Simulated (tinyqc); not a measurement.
Changing the critical dose Q_c: permeation of metal atoms or ions through a thin barrier or dielectric: time lag, field-aided drift and lifetime. Computed by tinyqc, a small Python program. Command: `OMP_NUM_THREADS=1 python tinyqc.py 3019549 3019550 out.jsonl barrier sweep`. One thread of a shared host (Intel(R) Xeon(R) Processor @ 2.30GHz), about 0.02 s of CPU time with the checks.

The film 0 < x < d is empty at first; C = C0 at x = 0 and C = 0 at x = d. dC/dt = D d2C/dx2 - v dC/dx with drift v = D z e V/(k_B T d) (uniform field, no space charge).

Inputs (values chosen for the exercise, for a model case: doubly charged vacancies through an oxide):
```
quantity                                   value    unit
thickness d                                   74      nm
prefactor D0                               0.027  cm^2/s
activation energy E                         1.24      eV
concentration at the source side C0      5.3e+13  1/cm^3
charge number z                                2       -
voltage V (positive drives ions across)    -0.25       V
test temperature T                           175       C
use temperature T_u                           85       C
```

Constants: k_B = 8.617333262e-05 eV/K.

Method:
- D = D0 exp(-E/(k_B T)); time scale d^2/D; Peclet number P = z V/(k_B T), k_B T in eV; 1 nm = 1e-7 cm.
- Temperatures in kelvin are T(C) + 273.15.
- Steady flux J = (D C0/d) P/(1 - exp(-P)); time lag in units of d^2/D: s_L = [P (1 + exp(-P))/(1 - exp(-P)) - 2]/P^2 (P = 0: J = D C0/d, s_L = 1/6).
- Dose through the film Q(s) = C0 d {f (s - s_L) - 2 exp(P/2) sum_(n=1..200) (-1)^n n^2 pi^2 exp(-l_n s)/l_n^2}, l_n = n^2 pi^2 + P^2/4, f = P/(1 - exp(-P)) the relative flux.
- Solve Q = Q_c for s. At the use temperature D and P take T_u, with the same C0 and V; 1 year = 3.15576e7 s.

One run for each value:
```
critical dose Q_c (1/cm^2)  failure time at T (s)  s at the critical dose  failure time at T_u (years)
4.00e+05                                5.915e+06               3.312e+01                    1.235e+04
4.00e+06                                5.904e+07               3.306e+02                    1.235e+05
4.00e+07                                5.903e+08               3.306e+03                    1.235e+06
4.00e+08                                5.903e+09               3.306e+04                    1.235e+07
4.00e+09                                5.903e+10               3.306e+05                    1.235e+08
4.00e+10                                5.903e+11               3.306e+06                    1.235e+09
4.00e+11                                5.903e+12               3.306e+07                    1.235e+10
```

Over the rows, failure time at T (s) rises from 5.91e6 to 5.90e12 (exponent d ln y / d ln x about 1.00 throughout); s at the critical dose rises from 33.1 to 3.31e7 (exponent d ln y / d ln x about 1.00 throughout); failure time at T_u (years) rises from 12400 to 1.24e10 (exponent d ln y / d ln x about 1.00 throughout). The exponent of failure time at T stays at 1: steady flow.

Caution (all rows): grain boundaries, pinholes, trapping and space charge are left out; thin real barriers usually fail at defects.
